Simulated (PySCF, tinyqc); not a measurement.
Inside a calculation. Method: CCSD on RHF in the sto-3g basis, for H3-, spin multiplicity 1. The basis has no diffuse functions, so it cannot describe the extra electron: this is an exercise in the method, not the real anion. The lowest restricted solution is unstable here: a spin-polarised one lies 0.0023 hartree lower (PySCF). Computed by tinyqc, a small Python program that keeps every step (integrals from PySCF). Settings: charge = -1, multiplicity = 1, basis = sto-3g, method = RHF, energy threshold = 1e-10, iteration cap = 60, orthogonalisation = symmetric, start = atomic densities, DIIS depth = 6, amplitude equations = CCSD, DIIS depth for amplitudes = 6, cap on updates = 74. Command: `OMP_NUM_THREADS=1 python tinyqc.py 25349 25350 out.jsonl` (the two numbers bound the seeds that draw the settings). One thread of a shared host (Intel(R) Xeon(R) Processor @ 2.60GHz), about 0.2 s of CPU time with the checks. Later iterations appear only in the table of the cycle.

## One-electron integrals

Geometry (angstrom):
```
atom       x       y       z
H     0.0000  0.0000  0.0000
H     0.0000  0.0000  1.0790
H     0.0000  1.0790  0.0300
```

Basis sto-3g: exponents (1/bohr^2) and contraction coefficients of normalised primitives:
```
element  l (shell)  exponent  coefficient
H            s (1)    3.4253       0.1543
H            s (1)    0.6239       0.5353
H            s (1)    0.1689       0.4446
```

Overlap, kinetic and nuclear-attraction integrals over the contracted functions; the nuclear repulsion is the sum of Za Zb / Rab.

nuclear repulsion = 1.332319 hartree

overlap S, order 1H 1s, 2H 1s, 3H 1s:
$$\begin{pmatrix}
1.0000 & 0.4512 & 0.4510 \\
0.4512 & 1.0000 & 0.2550 \\
0.4510 & 0.2550 & 1.0000
\end{pmatrix}$$

kinetic energy T (hartree), order 1H 1s, 2H 1s, 3H 1s:
$$\begin{pmatrix}
0.7600 & 0.0846 & 0.0844 \\
0.0846 & 0.7600 & 0.0092 \\
0.0844 & 0.0092 & 0.7600
\end{pmatrix}$$

nuclear attraction V (hartree), order 1H 1s, 2H 1s, 3H 1s:
$$\begin{pmatrix}
-2.1852 & -0.8895 & -0.8890 \\
-0.8895 & -2.0563 & -0.4737 \\
-0.8890 & -0.4737 & -2.0561
\end{pmatrix}$$

core Hamiltonian H = T + V (hartree), order 1H 1s, 2H 1s, 3H 1s:
$$\begin{pmatrix}
-1.4252 & -0.8050 & -0.8045 \\
-0.8050 & -1.2962 & -0.4645 \\
-0.8045 & -0.4645 & -1.2961
\end{pmatrix}$$

## Two-electron integrals

Functions are numbered as in S; the eight-fold symmetry (ij|kl) = (ji|kl) = (kl|ij) leaves the list below.

Two-electron integrals (ij|kl) in chemists' order, unique and non-zero (hartree):
```
(11|11) 0.7746   (21|11) 0.2743   (21|21) 0.1278   (22|11) 0.4531
(22|21) 0.2743   (22|22) 0.7746   (31|11) 0.2742   (31|21) 0.1047
(31|22) 0.1849   (31|31) 0.1277   (32|11) 0.1286   (32|21) 0.0618
(32|22) 0.1365   (32|31) 0.0618   (32|32) 0.0369   (33|11) 0.4529
(33|21) 0.1849   (33|22) 0.3448   (33|31) 0.2742   (33|32) 0.1365
(33|33) 0.7746
```

## Orthogonalisation

S = U s U^T; symmetric (Loewdin) form X = U s^(-1/2) U^T, so that X^T S X = 1.

eigenvalues of S: [0.4770, 0.7450, 1.7780]

X, order 1H 1s, 2H 1s, 3H 1s:
$$\begin{pmatrix}
1.1674 & -0.2421 & -0.2419 \\
-0.2421 & 1.0946 & -0.0640 \\
-0.2419 & -0.0640 & 1.0945
\end{pmatrix}$$

## Starting guess

The start is atomic minimal-basis densities projected into this basis (PySCF's MINAO start) and scaled to the electron count of each spin; this density is not idempotent, so its energy is not variational and may lie below the converged one.

D at the start, order 1H 1s, 2H 1s, 3H 1s:
$$\begin{pmatrix}
1.2271 & 0.1055 & 0.1055 \\
0.1055 & 1.2716 & 0.0771 \\
0.1055 & 0.0771 & 1.2716
\end{pmatrix}$$

## Iteration 1: building the Fock matrix

J_ij = sum D_kl (ij|kl), K_ij = sum D_kl (ik|jl); F = H + J - 0.5 K; E = tr D H + tr D J / 2 - 0.25 tr D K + E_nn.

Coulomb J (hartree), order 1H 1s, 2H 1s, 3H 1s:
$$\begin{pmatrix}
2.2382 & 0.9792 & 0.9787 \\
0.9792 & 2.0974 & 0.5368 \\
0.9787 & 0.5368 & 2.0972
\end{pmatrix}$$

exchange K (hartree), order 1H 1s, 2H 1s, 3H 1s:
$$\begin{pmatrix}
1.4072 & 0.8690 & 0.8686 \\
0.8690 & 1.2807 & 0.5572 \\
0.8686 & 0.5572 & 1.2805
\end{pmatrix}$$

Fock matrix F (hartree), order 1H 1s, 2H 1s, 3H 1s:
$$\begin{pmatrix}
0.1094 & -0.2602 & -0.2602 \\
-0.2602 & 0.1608 & -0.2063 \\
-0.2602 & -0.2063 & 0.1609
\end{pmatrix}$$

total energy of this density = -1.195058 hartree

This density is the starting one; it is not idempotent, so its energy is not variational and may lie below the converged one.

## Iteration 1: diagonalisation and new density

Diagonalise F' = X^T F X, C = X C', fill 2 alpha and 2 beta electrons from the bottom; D = 2 C_occ C_occ^T. Each column has its largest component positive (the first on a tie).

F' = X^T F X (hartree):
$$\begin{pmatrix}
0.4378 & -0.3632 & -0.3630 \\
-0.3632 & 0.3585 & -0.1343 \\
-0.3630 & -0.1343 & 0.3584
\end{pmatrix}$$

orbital energies (hartree): MO1 -0.1935, MO2 0.4928, MO3 0.8554

coefficients C, order 1H 1s, 2H 1s, 3H 1s:
$$\begin{pmatrix}
0.4711 & -0.0003 & 1.1216 \\
0.4127 & -0.8189 & -0.6480 \\
0.4126 & 0.8195 & -0.6471
\end{pmatrix}$$

D after iteration 1, order 1H 1s, 2H 1s, 3H 1s:
$$\begin{pmatrix}
0.4439 & 0.3893 & 0.3882 \\
0.3893 & 1.6819 & -1.0018 \\
0.3882 & -1.0018 & 1.6836
\end{pmatrix}$$

## Iteration 10 (converged): orbitals

converged F (hartree), order 1H 1s, 2H 1s, 3H 1s:
$$\begin{pmatrix}
0.1177 & -0.2309 & -0.2307 \\
-0.2309 & 0.1737 & -0.0740 \\
-0.2307 & -0.0740 & 0.1739
\end{pmatrix}$$

As before.

F' = X^T F X (hartree):
$$\begin{pmatrix}
0.4329 & -0.3630 & -0.3627 \\
-0.3630 & 0.3413 & 0.0088 \\
-0.3627 & 0.0088 & 0.3413
\end{pmatrix}$$

orbital energies (hartree): MO1 -0.1234, MO2 0.3325, MO3 0.9063

coefficients C, order 1H 1s, 2H 1s, 3H 1s:
$$\begin{pmatrix}
0.5400 & 0.0000 & 1.0901 \\
0.3717 & -0.8190 & -0.6723 \\
0.3713 & 0.8195 & -0.6717
\end{pmatrix}$$

D after iteration 10, order 1H 1s, 2H 1s, 3H 1s:
$$\begin{pmatrix}
0.5832 & 0.4014 & 0.4010 \\
0.4014 & 1.6178 & -1.0662 \\
0.4010 & -1.0662 & 1.6188
\end{pmatrix}$$

## Convergence

Stop when the energy changes by less than 1e-10 hartree and every element of the error matrix X^T (F D S - S D F) X is below 3e-06.

Course of the cycle:
```
iteration  E (hartree)     change  largest element of the error matrix
1            -1.195058          -                             1.49e-02
2            -1.115183   7.99e-02                             7.94e-02
3            -1.112165   3.02e-03                             9.47e-02
4            -1.119189  -7.02e-03                             5.25e-02
5            -1.118973   2.16e-04                             5.41e-02
6            -1.121794  -2.82e-03                             1.93e-02
7            -1.122022  -2.28e-04                             1.29e-02
8            -1.122203  -1.82e-04                             5.43e-06
9            -1.122203  -2.20e-11                             3.06e-06
10           -1.122203  -9.91e-12                             5.02e-07
```

PySCF RHF in the same basis = -1.122203 hartree

Converged in 10 iterations.

## Populations, bond orders and dipole

Mulliken: Z minus the diagonal of D S on the atom; Loewdin: the same with S^(1/2) D S^(1/2); Mayer order: 2 sum_s sum (D(s) S)_ij (D(s) S)_ji over the two atoms.

Charges (e):
```
atom  Mulliken  Loewdin
1H      0.0549   0.0805
2H     -0.5271  -0.5399
3H     -0.5278  -0.5406
```

Mayer bond orders:
```
pair   order
2-1   0.4989
3-1   0.4981
3-2   0.2233
```

dipole moment about the origin, x y z (debye): [0.0000, -2.7354, -2.8077]

## Integrals over molecular orbitals

(pq|rs) = sum C_ip C_jq C_kr C_ls (ij|kl), one index at a time.

one-electron integrals over orbitals h = C^T H C (hartree):
$$\begin{pmatrix}
-1.5474 & 0.0000 & -0.0276 \\
0.0000 & -1.1163 & 0.0000 \\
-0.0276 & 0.0000 & -0.9256
\end{pmatrix}$$

Two-electron integrals over orbitals (pq|rs), unique and non-zero (hartree):
```
(11|11) 0.5580      (21|11) -1.01e-04   (21|21) 0.1368      (22|11) 0.5014
(22|21) 1.30e-04    (22|22) 0.5828      (31|11) 0.0571      (31|21) 5.91e-05
(31|22) -0.0751     (31|31) 0.1468      (32|11) 8.83e-05    (32|21) -0.1208
(32|22) -1.29e-04   (32|31) -5.43e-05   (32|32) 0.1216      (33|11) 0.5586
(33|21) -8.69e-05   (33|22) 0.4916      (33|31) 0.0880      (33|32) 8.22e-05
(33|33) 0.5970
```

## CCSD: starting amplitudes

t_ij^ab = <ij||ab> / (e_i + e_j - e_a - e_b), whose energy is MP2.

Starting amplitudes (spin orbitals 1a, 1b, ...; amplitudes related by a flip of all spins are not repeated):
```
from      to         t
2a 2b  3a 3b   -0.1059
1a 1b  3a 3b   -0.0713
1a 2b  3a 3b  3.39e-05
```

correlation energy = -0.023345 hartree

## CCSD: amplitude update 1

t_i^a D_i^a and t_ij^ab D_ij^ab are set to the remaining terms of the spin-orbital equations, evaluated with the old amplitudes; for the doubles these are <ij||ab> + 1/2 <ab||ef> t_ij^ef + 1/2 <mn||ij> t_mn^ab + P(ij)P(ab) <mb||ej> t_im^ae + terms in t^2 + terms with t1, D the orbital-energy denominators.

Amplitudes after update 1 (spin orbitals 1a, 1b, ...; amplitudes related by a flip of all spins are not repeated):
```
from      to         t
2a 2b  3a 3b   -0.1454
1a 1b  3a 3b   -0.0907
1a        3a    0.0146
1a 2b  3a 3b  6.33e-05
2a        3a  1.48e-05
```

correlation energy = -0.030958 hartree

## CCSD: convergence

E_corr = 1/4 sum <ij||ab> t_ij^ab + 1/2 sum <ij||ab> t_i^a t_j^b; stop when the norm of the change is below 1e-8.

Course of the amplitude iterations:
```
update  correlation energy (hartree)  norm of the change
0                          -0.023345                   -
1                          -0.030958            9.03e-02
2                          -0.033784            3.87e-02
3                          -0.035954            1.85e-02
4                          -0.035948            2.50e-03
5                          -0.035942            7.68e-05
6                          -0.035940            7.13e-06
7                          -0.035941            6.27e-06
8                          -0.035941            2.95e-07
9                          -0.035941            7.57e-09
```

Converged amplitudes (spin orbitals 1a, 1b, ...; amplitudes related by a flip of all spins are not repeated):
```
from      to         t
2a 2b  3a 3b   -0.1813
1a 1b  3a 3b   -0.0956
1a        3a    0.0310
1a 2b  3a 3b  9.36e-05
2a        3a  1.82e-05
```

CCSD total energy = -1.158144 hartree

T1 diagnostic, norm of the one-spin t1 over sqrt(correlated electrons) = 0.0155

Converged in 9 updates, with DIIS from the third.
